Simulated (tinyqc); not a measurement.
Inside a calculation: charge neutrality level from zone-averaged pseudopotential bands. Values are carried at full precision from step to step, so a last printed digit may differ when a step is redone from the rounded ones.

Empirical pseudopotential on the fcc lattice, atoms at +/- tau, tau = a (1,1,1)/8, no spin-orbit coupling. H(G,G') = c (2 pi/a)^2 |k + G|^2 delta + VS(q) cos(q.tau) + i VA(q) sin(q.tau), q = G - G', c = hbar^2/2m0; k and G in units of 2 pi/a; VS at |q|^2 = 3, 8, 11 and VA at 3, 4, 11, in rydberg, zero elsewhere. At each k the basis holds all G with |k + G|^2 up to 16; energies are counted from the fourth level at Gamma.

Mesh: k = sum_i (n_i + 1/2)/N b_i, n_i = 0 ... N - 1, b = (-1,1,1), (1,-1,1), (1,1,-1); points with the same sorted |kx|, |ky|, |kz| after folding to the shortest k + G are joined, with their count as weight. Neutrality (branch-point) level: E_N = (1/2) mean over k of [E5 + (E3 + E4)/2], E_n the n-th level from below.

Constants: hbar^2/2m0 = 3.80998211 eV angstrom^2; Ry = 13.60569312 eV.

Values chosen for the exercise (classic local form factors of the size used for GaP, without spin-orbit coupling; shifted at random, so the results belong to these values and not to a real crystal): a = 5.438 angstrom (lattice constant); VS = (-0.223, 0.031, 0.069) Ry (symmetric form factors); VA = (0.121, 0.071, 0.019) Ry (antisymmetric form factors); mesh = 4 (points along each reciprocal vector).

## Levels on the mesh

Diagonalise at each joined point.

Levels (eV):
```
kx          ky      kz  weight       E3       E4      E5      E6
0.1250  0.1250  0.1250       2  -0.1732  -0.1732  3.4560  5.5635
0.3750  0.1250  0.1250       6  -0.9480  -0.9023  3.9920  5.1879
0.3750  0.3750  0.1250       6  -1.7925  -0.5473  4.0034  5.7354
0.3750  0.3750  0.3750       2  -0.8150  -0.8150  2.7757  5.6286
0.6250  0.1250  0.1250       6  -2.1126  -1.7504  3.1778  4.4427
0.6250  0.3750  0.1250      12  -2.7392  -1.4676  4.4893  5.1967
0.6250  0.3750  0.3750       6  -1.8309  -1.2022  3.5200  5.2442
0.6250  0.6250  0.1250       6  -3.3912  -1.4741  3.5215  6.7535
0.8750  0.1250  0.1250       6  -2.8322  -2.1969  2.5642  3.5880
0.8750  0.3750  0.1250      12  -3.4728  -2.3542  3.9676  5.8471
```

## Gaps

Level 5 at Gamma, at the lowest of (f,0,0) with f = 0.8, 0.85, 0.9, 1, and at (1/2,1/2,1/2).

gaps to Gamma, Delta/X, L (eV): 2.6807  2.2242  2.6212

## The neutrality level

Energies are counted from the valence top at Gamma. E_N = (1/2) weighted mean of [E5 + (E3 + E4)/2]. Compare with half the smallest indirect gap, min(Delta/X, L)/2, and give the barrier for electrons in the limit of full pinning, min(gaps) - E_N.

mean of E5 = 3.7284 eV
mean of (E3 + E4)/2 = -1.9550 eV
E_N = 0.8867 eV
half the indirect gap = 1.1121 eV
pinned barrier for electrons = 1.3375 eV

E_N lies at 40 % of the gap from the valence top, so pinned contacts have the lower barrier for holes. The two estimates differ by 0.23 eV; both rules are good to a few tenths of an eV only, so a position within that distance of a band edge or of mid-gap is not settled. Local form factors place the indirect gaps only to a few tenths of an eV, and E_N moves with them. Spin-orbit coupling, left out, would lift the valence top by a third of its splitting.

## Checks

- Sum of the weights against N^3: both 64.

Computed by tinyqc, a small Python program: `OMP_NUM_THREADS=1 python tinyqc.py 1880798 1880799 out.jsonl` (the numbers bound the seed that draws the inputs); one thread of a shared host (Intel(R) Xeon(R) Processor @ 2.30GHz), about 0.09 s for the whole set of steps.
